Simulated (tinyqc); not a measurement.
## Gate voltage for a given inversion charge

Inverse problem. p-type body, charge-sheet picture, depletion and inversion only, full ionisation (an idealisation for deep acceptors), Boltzmann statistics (rough once Na exp(x - xn) passes about Nc/7). In units of Vt: xg = (Vg - Vfb)/Vt, x = psi/Vt, G = gamma/sqrt(Vt), xn = (2 phiF + Vc)/Vt. The implicit equation is (xg - x)^2 = G^2 [x - 1 + exp(x - xn)] for x above about 3. Cox = eps0 eox/tox. ni = sqrt(Nc Nv) exp(-Eg/(2 Vt)), Eg in volts; phiF = Vt ln(Na/ni); gamma = sqrt(2 q eps0 eps_r Na)/Cox. N_inv = (Cox Vt G/q) [sqrt(x - 1 + exp(x - xn)) - sqrt(x - 1)]. Find x - xn, psi and Vg.

Values chosen for this exercise; band and dielectric values close to those of silicon: temperature T = 300 K; band gap Eg = 1.11 eV; relative permittivity eps_r = 11.5; conduction-band density of states at T Nc = 2.86e19 cm^-3; valence-band density of states at T Nv = 2.64e19 cm^-3; relative permittivity of the gate insulator (close to zirconium oxide) eox = 24.8; insulator thickness tox = 24 nm; acceptor density Na = 2.2e17 cm^-3; flat-band voltage Vfb = -0.76 V; channel-body voltage Vc = 0.5 V.

Constants: q = 1.602176634e-19 C, kB = 1.380649e-23 J/K, Vt = kB T/q, eps0 = 8.8541878128e-14 F/cm where lengths are in cm. Results are converted to the units shown.

N_inv = 8.1e10 cm^-2

Solution. N_inv rises steadily with x, so it fixes x; the implicit equation then gives xg directly.

x - xn = 1.500
psi = 1.399 V
Vg = 0.9965 V

Numbers from tinyqc (`OMP_NUM_THREADS=1 python tinyqc.py 2122079 2122080 out.jsonl`; about 0.01 s on one thread of a shared Intel Xeon 2.30GHz).
